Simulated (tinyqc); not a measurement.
# Resistance of a source-drain extension with a graded tip: two studies

y runs along the channel, the gate covers y > 0. The doping is N0 for y < y0 and N0 10^(-(y - y0)/la) beyond, uniform over the depth xj. Sheet conductance s(y) = q mu(N) max(N - Nch, 0) xj + (for y > 0) ma Cox Vo, with mu(N) = u0 + (u1 - u0)/(1 + (N/Nr)^au) and Cox = eps0 eox/tox. Current is taken as one-dimensional; depletion of the tip, spreading and the contact are left out. The metallurgical junction lies at yj, where N = Nch.

Inputs (values chosen for the exercise); mobility law close to that of electrons in silicon:

| symbol | value | unit | meaning |
|---|---|---|---|
| eox | 3.9 |  | relative permittivity of the gate insulator (close to silicon dioxide) |
| tox | 3.9 | nm | insulator thickness |
| N0 | 5.9e19 | cm^-3 | active doping of the extension far from the gate |
| la | 5.9 | nm/decade | lateral abruptness |
| xj | 22 | nm | depth of the extension |
| Nch | 2.9e18 | cm^-3 | channel doping |
| Ls | 10 | nm | spacer length |
| Vo | 0.64 | V | gate overdrive |
| ma | 88 | cm^2/(V s) | mobility of the gate-induced layer |
| u1 | 1414 | cm^2/(V s) | mobility at low doping |
| u0 | 68.5 | cm^2/(V s) | mobility at high doping |
| Nr | 9.2e16 | cm^-3 | reference doping |
| au | 0.711 |  | exponent |
| Lg | 90 | nm | gate length |

Constants: q = 1.602176634e-19 C, eps0 = 8.8541878128e-14 F/cm where lengths are in cm. Results are converted to the units shown.

Each table varies one quantity; the others keep the values above.

## Abruptness at a fixed junction position

R_spacer = integral of dy/s from -Ls to 0, R_ov from 0 to yj, R_channel = (Lg - 2 yj)/(ma Cox Vo), R_total = 2 R_spacer + 2 R_ov + R_channel. Electrical length L_eff = ma Cox dR_total/d(1/Vo); R_series = R_total - L_eff/(ma Cox Vo). y0 is moved with la so that yj stays at 8.0199 nm.

The same in every row: yj (nm) = 8.020; R_channel (ohm um) = 1483.

Abruptness at a fixed junction position:
```
la (nm/decade)  R_spacer (ohm um)  R_ov (ohm um)  R_total (ohm um)  L_eff (nm)  R_series (ohm um)
1                           6.171          9.057              1514       74.17              26.27
2.3                         6.171          14.59              1525       74.42              32.27
3.6                         6.171          20.12              1536       74.67              38.27
4.9                         6.171          25.66              1547       74.93              44.27
6.1                         6.171          30.76              1557       75.16              49.81
7.4                         6.465          36.02              1568       75.41              55.89
8.7                         7.335          40.76              1579       75.66              62.17
10                          8.719          45.05              1591       75.90              68.70
```

As la goes from 1 to 10 nm/decade, R_total rises from 1510 to 1590 ohm um, R_spacer rises from 6.17 to 8.72 ohm um and R_ov rises from 9.06 to 45.0 ohm um. R_total changes on average by 8.56 ohm um for each nm/decade. L_eff exceeds the metallurgical length by 0.209 nm in the first row and 1.94 nm in the last, since the gate also controls the lightly doped tips.

## Effect of the position under the gate where the fall begins

Same model as above.

Effect of the position under the gate where the fall begins:
```
y0 (nm)  yj (nm)  R_spacer (ohm um)  R_ov (ohm um)  R_channel (ohm um)  R_total (ohm um)  L_eff (nm)  R_series (ohm um)
-6         1.720              17.21          17.20                1736              1805       87.54              49.13
-4         3.720              9.346          24.52                1656              1723       83.68              45.24
-2         5.720              6.754          28.00                1575              1645       79.71              46.39
0          7.720              6.171          29.73                1495              1567       75.72              48.54
2          9.720              6.171          30.93                1415              1489       71.72              50.86
4          11.72              6.171          32.13                1335              1411       67.73              53.18
6          13.72              6.171          33.32                1255              1334       63.73              55.51
8          15.72              6.171          34.52                1174              1256       59.73              57.83
```

Read the table: what changes, and by how much?

As y0 goes from -6 to 8, R_total falls from 1800 to 1260 ohm um, L_eff falls from 87.5 to 59.7 nm and R_series goes from 49.1 through a minimum of 45.2 (at y0 = -4 among the rows listed) to 57.8 ohm um. More overlap also shortens the channel and adds capacitance, effects on threshold and speed that are left out.

Program tinyqc, `OMP_NUM_THREADS=1 python tinyqc.py 2282048 2282049 out.jsonl`; Intel Xeon 2.30GHz, shared host, one thread, about 0.06 s.
